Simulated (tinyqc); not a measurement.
Inside a calculation. Model: trap-assisted generation and recombination current of an abrupt junction. Computed by tinyqc, a small Python program that keeps every step. Command: `OMP_NUM_THREADS=1 python tinyqc.py 3005936 3005937 out.jsonl junctionleak walk`. One thread of a shared host (Intel(R) Xeon(R) Processor @ 2.30GHz), about 0.01 s of CPU time with the checks. Intermediate numbers are printed to about 6 digits and carried at full precision; extremes and crossings named in words are read from the listed rows.

Depletion approximation, flat quasi-Fermi levels across the depleted layer, long neutral regions with minority lifetimes tau_n and tau_p, full ionisation and Boltzmann statistics. Voltages in exponents stand for e V.

Inputs (values chosen for the exercise, for a model semiconductor):
```
quantity                              value    unit
gap E_g                                1.48      eV
electron mass m_e                    0.0756     m_0
valleys M_c                               1       -
hole mass m_h                         0.449     m_0
dielectric constant eps                10.6       -
acceptor density N_A                2.2e+15   cm^-3
donor density N_D                   2.2e+18   cm^-3
capture time tau_n                  4.5e-06       s
capture time tau_p                  9.8e-06       s
trap level E_t - E_i                 -0.086      eV
electron diffusion coefficient D_n       25  cm^2/s
hole diffusion coefficient D_p           12  cm^2/s
forward bias V                         0.37       V
reverse bias V_r                        1.8       V
temperature T                           350       K
tunnelling mass m_t                    0.11     m_0
```

Field enhancement: Hurkx tunnelling factor.

Constants: k_B = 8.617333262e-05 eV/K; m_0 = 9.1093837015e-31 kg; k_B = 1.380649e-23 J/K; h = 6.62607015e-34 J s; e = 1.602176634e-19 C; eps_0 = 8.8541878128e-12 F/m; hbar = 1.054571817e-34 J s.

## Built-in voltage and diffusion current

N_c = 2 M_c (2 pi m_e k_B T/h^2)^(3/2) and N_v = 2 (2 pi m_h k_B T/h^2)^(3/2), masses in units of m_0. n_i = sqrt(N_c N_v) exp(-E_g/2 k_B T); V_bi = (k_B T/e) ln(N_A N_D/n_i^2); diffusion saturation current J_d0 = e n_i^2 [sqrt(D_n/tau_n)/N_A + sqrt(D_p/tau_p)/N_D].

k_B T = 0.0301607 eV

n_i = 5.52761e+07 cm^-3

V_bi = 1.26393 V

J_d0 = 5.24723e-16 A/cm^2

Caution: one side is doped near or above its effective density of states, so Boltzmann statistics understate V_bi.

## Depleted layer under reverse bias

W = sqrt(2 eps eps_0 (V_bi - V)(1/N_A + 1/N_D)/e), x_p = W N_D/(N_A + N_D), x_n = W - x_p, peak field F_m = 2 (V_bi - V)/W; reverse bias means V = -V_r.

W = 1278.00 nm

x_p = 1276.73 nm

x_n = 1.27673 nm

peak field F_m = 47948.7 V/cm

## Field enhancement at the peak field

Both capture times are divided by 1 + Gamma, Gamma = 2 sqrt(3 pi) (F/F_G) exp((F/F_G)^2), F_G = sqrt(24 m_t (k_B T)^3)/(e hbar) (the low-field Hurkx form), F being the local field, linear in x from 0 at the edges to F_m.

F_G = 308309 V/cm

Gamma at F_m = 0.978271

## Generation across the layer

Potential from the p edge: phi = (V_bi - V) x^2/(x_p W) on the p side and (V_bi - V)[1 - (W - x)^2/(x_n W)] on the n side; p = N_A exp(-phi/k_B T), n = n_i^2 exp(V/k_B T)/p; U = (n p - n_i^2)/[tau_p (n + n_i exp(dE/k_B T)) + tau_n (p + n_i exp(-dE/k_B T))], dE = E_t - E_i, n1 = n_i exp(dE/k_B T), p1 = n_i exp(-dE/k_B T); J_t = e int U dx by the trapezoid rule on 400 intervals on each side.

Profile under reverse bias:
```
x (nm)   F (V/cm)    n (cm^-3)    p (cm^-3)  generation -U (cm^-3 s^-1)
63.84      2397.4  2.15764e-26  1.70701e+15                 4.16756e+05
191.51     7192.3  1.64237e-25  2.24257e+14                 3.46162e+06
383.02    14384.6  1.55061e-22  2.37527e+11                 3.66438e+09
638.36    23974.3  1.74756e-15  2.10758e+04                 1.04277e+12
893.71    33564.1  6.61188e-05  5.57045e-07                 1.18089e+12
1149.05   43153.8  8.39813e+09  4.38564e-21                 6.61740e+10
1276.73   47948.7  1.98769e+18  1.85296e-29                 3.10303e+02
1277.11   33683.9  2.09253e+18  1.76013e-29                 2.50146e+02
1277.62   14504.5  2.17966e+18  1.68976e-29                 1.84450e+02
1277.94    2517.3  2.19938e+18  1.67461e-29                 1.48865e+02
```

## Reverse current

Generation lifetime tau_g = tau_p exp(dE/k_B T) + tau_n exp(-dE/k_B T); textbook estimate e n_i W/tau_g; generation current J_g = -J_t; total = J_g + J_d0 (1 - exp(-V_r/k_B T)).

generation current = 1.17009e-11 A/cm^2

tau_g = 7.84698e-05 s

estimate e n_i W/tau_g = 1.44237e-11 A/cm^2

total reverse current = 1.17014e-11 A/cm^2

The integral is 0.811 times the estimate, since near the edges n or p exceeds n_i and stops generation. Generation carries 100.0 % of the reverse current.

## Forward current and ideality

Total J = J_t + J_d0 (exp(V/k_B T) - 1); ideality n = (e/k_B T) dV/d ln J, central difference of 1 mV.

recombination current in the layer = 2.42560e-09 A/cm^2

total forward current = 2.53721e-09 A/cm^2

ideality factor = 1.84154

## Which current rules in forward bias

J_d = J_d0 (exp(V/k_B T) - 1). Ideality n = (e/k_B T) dV/d ln J, central difference of 1 mV. The rows stop just below the bias where n = 0.1 p or tau_p n = 0.1 tau_n p at the p edge, or the like at the n edge.

Forward characteristic:
```
V (V)  J_t (A/cm^2)  J_d (A/cm^2)  ideality of J_t  ideality of the sum
0.19    9.74191e-11   2.85109e-13          1.72276              1.71912
0.30    7.18173e-10   1.09577e-11          1.89224              1.86720
0.41    4.84458e-09   4.20407e-10          1.91763              1.78671
0.52    3.26097e-08   1.61287e-08          1.90456              1.46578
0.63    2.24475e-07   6.18772e-07          1.87343              1.14170
0.74    1.61523e-06   2.37389e-05          1.81807              1.02951
0.85    1.25498e-05   9.10733e-04          1.73992              1.00581
0.96    1.01177e-04   3.49399e-02          1.85227              1.00133
```

Diffusion overtakes recombination between 0.52 and 0.63 V, and the ideality of the sum goes from 1.72 to 1.00, with a maximum of 1.87 at 0.3 V. The ideality of J_t alone lies between 1.72 and 1.92; it stays below 2 because the zone where n and p are alike widens as the field falls, and at the lowest bias the terms in n1 and p1 lower it too.

## Leakage against temperature

The gap, capture times and diffusion coefficients are held fixed. J_g = -J_t at V = -V_r. The last column is -k_B d ln(J_g + J_d0)/d(1/T) from this row and the one above.

Reverse current:
```
T (K)  generation (A/cm^2)  diffusion (A/cm^2)  activation energy (eV)
280            1.02355e-14         1.26309e-21                       -
320            8.26711e-13         4.02962e-18                0.847703
350            1.17009e-11         5.24723e-16                0.852544
390            2.15915e-10         1.11345e-13                0.857407
440            4.00081e-09         2.38322e-11                0.864997
490            4.16338e-08         1.76681e-09                0.883630
560            5.62186e-07         2.10833e-07                0.972805
```

The activation energy goes from 0.848 to 0.973 eV. Generation alone gives about E_g/2 + dE if tau_p exp(dE/k_B T) exceeds tau_n exp(-dE/k_B T), else E_g/2 - dE, here 0.826 eV, plus 1.5 k_B T, less where tunnelling helps, and diffusion E_g = 1.48 eV plus 3 k_B T; generation rules in every row.

Checks made by the program: the integral with twice the points (relative difference below 1e-10); the forward integral with twice the points (relative difference below 1e-10).
